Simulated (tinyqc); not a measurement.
Bandgap voltage reference from two bipolar transistors: two steps of the calculation.

Two transistors of area 1 and N carry the same current I. Is(T) = Is (T/T0)^eta exp[(Vg0 q/kB)(1/T0 - 1/T)], VBE1 = Vt ln(I/Is(T)) + I rb, VBE2 = Vt ln(I/(N Is(T))) + I rb/N. The amplifier forces I R1(T) = VBE1 - VBE2 + Vos, with R(T) = R (1 + tc (T - T0)) for both resistors, and the output is Vref = VBE1 + I R2(T). Base currents and the Early effect are neglected.

Parameters, values chosen for the exercise; values of the order met in silicon bipolar transistors:
- T0 = 323 K (reference temperature)
- Vg0 = 1.185 V (band-gap voltage extrapolated to 0 K)
- eta = 3.3 (temperature exponent of the saturation current)
- Is = 9.3e-17 A (saturation current of the unit transistor at T0)
- N = 8 (area ratio of the second transistor)
- R1 = 6.9 kohm (resistor across which the difference of VBE falls, at T0)
- tc = 1100 ppm/K (temperature coefficient of both resistors)
- Vos = -2.1 mV (offset of the amplifier)
- rb = 47 ohm (series resistance of the unit transistor)
- R2 = 62.77 kohm (output resistor at T0)

Constants: q = 1.602176634e-19 C, kB = 1.380649e-23 J/K. Results are converted to the units shown.

Question 1. Operating point at the reference temperature. Vt = kB T/q; I = (Vt ln N + Vos)/(R1(T) - rb (1 - 1/N)). Evaluate at T = T0.

Give: Vt; I; Is(T); VBE1; I R2; Vref.

Answer 1.

Vt = 0.02783 V
I = 8.132 uA
Is(T) = 9.300e-17 A
VBE1 = 0.7016 V
I R2 = 0.5105 V
Vref = 1.212 V

Question 2. Resistor for zero slope at T0, ideal case. With tc = 0, Vos = 0 and rb = 0 the current is proportional to T, dVBE/dT = (VBE - Vg0 - (eta - 1) Vt)/T, and Vref has zero slope at T0 when Vref = Vg0 + (eta - 1) Vt0. Find VBE1, its slope, that Vref, R2/R1 and the curvature d2Vref/dT2 = -(eta - 1) kB/(q T0).

Find: VBE1; dVBE/dT; Vref; R2/R1; curvature.

Answer 2.

VBE1 = 0.70212 V
dVBE/dT = -1.6932 mV/K
Vref = 1.2490 V
R2/R1 = 9.4490
curvature = -0.61362 uV/K^2

Numbers from tinyqc (`OMP_NUM_THREADS=1 python tinyqc.py 2062167 2062168 out.jsonl`; about 0.01 s on one thread of a shared Intel Xeon 2.30GHz).
